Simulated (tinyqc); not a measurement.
What each parameter does: six-band Luttinger-Kohn model with strain.

Six-band Luttinger-Kohn model in the basis |3/2,3/2>, |3/2,1/2>, |3/2,-1/2>, |3/2,-3/2>, |1/2,1/2>, |1/2,-1/2>, electron energies, zero at the top of the unstrained valence band. H = -[rows: (P+Q, -S, R, 0, -S/r2, r2 R); (-S*, P-Q, 0, R, -r2 Q, r32 S); (R*, 0, P-Q, S, r32 S*, r2 Q); (0, R*, S*, P+Q, -r2 R*, -S*/r2); (-S*/r2, -r2 Q, r32 S, -r2 R, P+Dso, 0); (r2 R*, r32 S*, r2 Q, -S/r2, 0, P+Dso)], r2 = sqrt(2), r32 = sqrt(3/2). Levels are twofold.

P = c g1 k^2 - av tr(e); Q = c g2 (kx^2 + ky^2 - 2 kz^2) - (b/2)(exx + eyy - 2 ezz); R = c sqrt3 [-g2 (kx^2 - ky^2) + 2i g3 kx ky] + (sqrt3/2) b (exx - eyy) - i d exy; S = 2 c sqrt3 g3 (kx - i ky) kz - d (exz - i eyz); c = hbar^2/2m0, e the strain tensor (not engineering shear).

s11 = (C11 + C12)/((C11 - C12)(C11 + 2 C12)), s12 = -C12/((C11 - C12)(C11 + 2 C12)), s44 = 1/C44; exx = s11 sxx + s12 (syy + szz) and cyclic, exy = s44 sxy/2; tension is positive. A uniaxial stress X along the unit vector n is s_ij = X n_i n_j.

Constants: hbar^2/2m0 = 3.80998211 eV angstrom^2.

Parameters, chosen for this exercise (near those of Si; the results hold for these values, not for the real material):
- Dso = 0.044 eV (spin-orbit splitting)
- g1 = 4.3 (Luttinger gamma1)
- g2 = 0.34 (gamma2)
- g3 = 1.44 (gamma3)
- av = 2.42 eV (valence hydrostatic potential)
- b = -2.07 eV (tetragonal shear potential)
- d = -4.77 eV (trigonal shear potential)
- C11 = 166.9 GPa
- C12 = 63 GPa
- C44 = 80.1 GPa
- load = uniaxial [110] (kind of stress)
- X = -0.74 GPa (stress)

Edges at k = 0 under a uniaxial [110] stress X and the curvature mass of the top pair along [110] (step 0.0002 1/angstrom).

One parameter was then changed.

Results before and after:
```
case     top (eV)  second (eV)  third (eV)  mass (m0)
base       0.0127      -0.0193     -0.0557      0.122
changed    0.0115      -0.0205     -0.0570      0.122
```

Which of these changes was made? (a) C11 = 200.28 GPa; (b) d = -3.816 eV; (c) g3 = 1.728; (d) X = -0.888 GPa; (e) av = 2.904 eV; (f) C12 = 75.6 GPa; (g) Dso = 0.035 eV.

Answer: (e) av = 2.904 eV. Of the candidates, run in turn, only this one gives the changed row.

All candidates:
```
case              top (eV)  second (eV)  third (eV)  mass (m0)
base                0.0127      -0.0193     -0.0557      0.122
Dso = 0.035 eV      0.0135      -0.0193     -0.0476      0.119
av = 2.904 eV       0.0115      -0.0205     -0.0570      0.122
g3 = 1.728          0.0127      -0.0193     -0.0557      0.112
C11 = 200.28 GPa    0.0118      -0.0178     -0.0545      0.122
C12 = 75.6 GPa      0.0141      -0.0192     -0.0558      0.121
d = -3.816 eV       0.0096      -0.0172     -0.0547      0.124
X = -0.888 GPa      0.0160      -0.0231     -0.0589      0.120
```

The Luttinger parameters multiply k^2 and cannot move the edges; av shifts all edges alike and leaves the mass.

Program tinyqc; command `OMP_NUM_THREADS=1 python tinyqc.py 1050102 1050103 out.jsonl`; about 0.07 s on one thread of a shared Intel(R) Xeon(R) Processor @ 2.30GHz.
